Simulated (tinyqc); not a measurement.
Shallow donor in an anisotropic valley (effective-mass theory): sweeps and comparisons. A value that a table varies takes the place of the one given here.

One valley: H = -c [(d2/dx2 + d2/dy2)/mt + (d2/dz2)/ml] - q/(eps r), c = hbar^2/2m0, q = e^2/(4 pi eps0). Trial function exp(-sqrt((x^2 + y^2)/a^2 + z^2/b^2)) with a > b: T = (c/3)(2/(mt a^2) + 1/(ml b^2)), V = -(q/eps) atan(u/b)/u, u = sqrt(a^2 - b^2). The central cell of the impurity is left out.

Constants: hbar^2/2m0 = 3.80998211 eV angstrom^2; e^2/(4 pi eps0) = 14.39964547 eV angstrom; Ry = 13.60569312 eV; a0 (Bohr radius) = 0.5291772105 angstrom.

Values chosen for the exercise (near those of Ge; the results hold for these values, not for the real material):
```
symbol  value                                  unit  meaning
mt      0.081                                  m0    transverse mass
eps     16                                           dielectric constant
xs      (1.4, 2.2, 3.9, 5.9, 11, 15, 40, 130)        ratios ml/mt
ml      1.573                                  m0    longitudinal mass
```

## Mass anisotropy

mt and eps fixed, ml varied. Energies in units of Ry*(mt) = Ry mt/eps^2 and lengths in a*(mt) = a0 eps/mt; the last two columns use one mass, 3/(1/ml + 2/mt) or (ml mt^2)^(1/3).

Results:
```
ml/mt,a/a*,b/a,binding,conductivity mass,density-of-states mass
1.40,0.932,0.887,1.115,1.105,1.119
2.20,0.855,0.756,1.276,1.222,1.301
3.90,0.774,0.618,1.487,1.330,1.574
5.90,0.725,0.535,1.642,1.383,1.807
11.0,0.665,0.431,1.874,1.435,2.224
15.0,0.640,0.387,1.987,1.452,2.466
40.0,0.577,0.277,2.325,1.481,3.420
130,0.526,0.185,2.677,1.494,5.066
```

The binding grows from 1.11 to 2.68 Ry*(mt); for ml going to infinity the exact problem becomes two-dimensional, with 4 Ry*. The conductivity mass saturates at 1.5 and underbinds, by 16 % at ml/mt = 5.9; the density-of-states mass errs by +10 % there and by +89 % in the last row. With these mt and eps one unit is 4.30 meV.

## What each parameter does

The minimum of the trial energy. Each row changes one parameter from the base and keeps the others.

Results:
```
case,E (meV),a (angstrom),b (angstrom),b/a
base,-8.95,64.97,23.03,0.355
ml = 1.258 m0,-8.61,66.66,25.52,0.383
mt = 0.089 m0,-9.68,59.76,21.88,0.366
eps = 17.6,-7.40,71.47,25.34,0.355
```

The largest shifts from the base row, up to three for each result and ties (the steps differ in size, so this ranks the rows, not the parameters). E (meV): eps +1.55, mt -0.73, ml +0.34. a (angstrom): eps +6.50, mt -5.21, ml +1.69. b (angstrom): ml +2.49, eps +2.30, mt -1.15. b/a: ml +0.028, mt +0.012; unchanged at the printed digits by eps. eps only rescales the solution (E as 1/eps^2, lengths as eps), so b/a depends on ml/mt alone.

Computed by tinyqc, a small Python program: `OMP_NUM_THREADS=1 python tinyqc.py 1282648 1282649 out.jsonl` (the numbers bound the seed that draws the inputs); one thread of a shared host (Intel(R) Xeon(R) Processor @ 2.30GHz), about 0.01 s for the whole set of steps.
